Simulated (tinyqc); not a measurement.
From results back to parameters: shallow donor in effective-mass theory, with valley-orbit splitting. Three cases, with inputs chosen for the exercise.

Problem. Without strain the levels are A1 = E0 - D0 - 4 D1 - D2, T2 = E0 - D0 + D2 and E = E0 - D0 + 2 D1 - D2. They were computed from hidden D0, D1 and D2.

Case 1.

Values chosen (out of a larger set: near those of a group-V donor in Si; not measured data): E0 = -30.9 meV (single-valley level).

A1, T2, E (meV): -45.020  -33.500  -32.300

Case 2.

Values chosen (out of a larger set: near those of a group-V donor in Si; not measured data): E0 = -29.3 meV (single-valley level).

A1, T2, E (meV): -68.990  -30.790  -27.530

Case 3.

Values chosen (out of a larger set: near those of a group-V donor in Si; not measured data): E0 = -31.1 meV (single-valley level).

A1, T2, E (meV): -71.760  -33.060  -30.180

Find: D1; D2; D0.

Solution. E - A1 = 6 D1, T2 - E = 2 D2 - 2 D1, and the mean (A1 + 3 T2 + 2 E)/6 is E0 - D0.

Case 1.

D1 = 2.12 meV
D2 = 1.52 meV
D0 = 4.12 meV

Case 2.

D1 = 6.91 meV
D2 = 5.28 meV
D0 = 6.77 meV

Case 3.

D1 = 6.93 meV
D2 = 5.49 meV
D0 = 7.45 meV

Computed by tinyqc, one run a case: `OMP_NUM_THREADS=1 python tinyqc.py N N+1 out.jsonl` with N = 1280523, 1280621, 1280654; one thread of a shared Intel(R) Xeon(R) Processor @ 2.30GHz, about 0.01 s a run at most.
